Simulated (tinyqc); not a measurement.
## Series resistance and length offset from two lengths at two overdrives

Question. In strong inversion R W = Rsd + k(x)(L - dL), k(x) = (1 + th1 x)/(mu0 Cox x), x the overdrive, Cox = eps0 eox/tox, with Rsd and dL independent of x. Find dL, Rsd, mu0 and th1.

Inputs (values chosen for the exercise):
- eox = 7.66 (relative permittivity of the gate insulator (close to silicon nitride))
- tox = 6.3 nm (insulator thickness)

Constants: eps0 = 8.8541878128e-14 F/cm where lengths are in cm. Results are converted to the units shown.

total resistance times width (ohm um):

|  | L = 0.059 um | L = 0.95 um |
|---|---|---|
| overdrive 0.55 V | 848.781348 | 11556.6036 |
| overdrive 1.02 V | 668.563781 | 7726.98035 |

Solution. At each overdrive R W is a straight line in L; the two lines cross at L = dL, R W = Rsd. Their slopes give k x = (1 + th1 x)/(mu0 Cox), a straight line in x.

dL = 0.01500 um
Rsd = 320.0 ohm um
mu0 = 190.0 cm^2/(V s)
th1 = 0.6400 1/V

tinyqc, about 0.01 s, one thread, Intel Xeon 2.30GHz (shared host): `OMP_NUM_THREADS=1 python tinyqc.py 2210134 2210135 out.jsonl`
